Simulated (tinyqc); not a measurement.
Inside a calculation. Model: resistive crossbar, vector-matrix product with wire resistance.

tinyqc, about 0.02 s, one thread, Intel Xeon 2.30GHz (shared host): `OMP_NUM_THREADS=1 python tinyqc.py 2880016 2880017 out.jsonl` Printed values are rounded.

3 rows and 2 columns. Cell (i, j) joins row node wij to column node bij. Each row is driven at its left end through one wire segment rw; neighbouring nodes along a row or a column are joined by rw; each column ends below the last row in one more rw and a virtual ground, where its current is read. Ideal output: I_j = sum_i V_i G_ij.

Values chosen for this exercise: wire resistance between neighbouring cells rw = 50 ohm; input voltages of the rows V = [0.3, 0.09, 0.23] V.

## The nodal equations

cell conductances G (uS):

|  | column 1 | column 2 |
|---|---|---|
| row 1 | 18 | 18 |
| row 2 | 25 | 12 |
| row 3 | 21 | 10 |

Kirchhoff current law at every node, A x = b: A holds the sum of the conductances at a node on the diagonal and minus the conductance between two nodes off it (wire conductance 1/rw); b = V_i/rw at the first node of row i.

A (uS):
```
          w11       w12       w21       w22       w31     w32       b11       b12
w11  40018.00    -20000         0         0         0       0       -18         0
w12    -20000  20018.00         0         0         0       0         0       -18
w21         0         0  40025.00    -20000         0       0         0         0
w22         0         0    -20000  20012.00         0       0         0         0
w31         0         0         0         0  40021.00  -20000         0         0
w32         0         0         0         0    -20000   20010         0         0
b11       -18         0         0         0         0       0  20018.00         0
b12         0       -18         0         0         0       0         0  20018.00
b21         0         0       -25         0         0       0    -20000         0
b22         0         0         0       -12         0       0         0    -20000
b31         0         0         0         0       -21       0         0         0
b32         0         0         0         0         0     -10         0         0

          b21       b22       b31     b32
w11         0         0         0       0
w12         0         0         0       0
w21       -25         0         0       0
w22         0       -12         0       0
w31         0         0       -21       0
w32         0         0         0     -10
b11    -20000         0         0       0
b12         0    -20000         0       0
b21  40025.00         0    -20000       0
b22         0  40012.00         0  -20000
b31    -20000         0  40021.00       0
b32         0    -20000         0   40010
```

b (uA): w11 6000, w12 0, w21 1800, w22 0, w31 4600, w32 0, b11 0, b12 0, b21 0, b22 0, b31 0, b32 0

## Node voltages and column currents

Solve A x = b; I_j = b3j/rw.

row nodes (mV): w11 299.4633, w12 299.1949, w21 89.83554, w22 89.78213, w31 229.6450, w32 229.5304
column nodes (mV): b11 1.267695, b12 1.026431, b21 0.9993189, b22 0.7580792, b31 0.6198976, b32 0.4363131
column currents (uA): column 1 12.39795, column 2 8.726263

## Error against the ideal product

Ideal I_j = sum_i V_i G_ij; error = I/ideal - 1.

ideal currents (uA): column 1 12.48, column 2 8.78
error (%): column 1 -0.6574, column 2 -0.6120

The largest error is in column 1. All currents fall short, since the wires take part of the voltage.
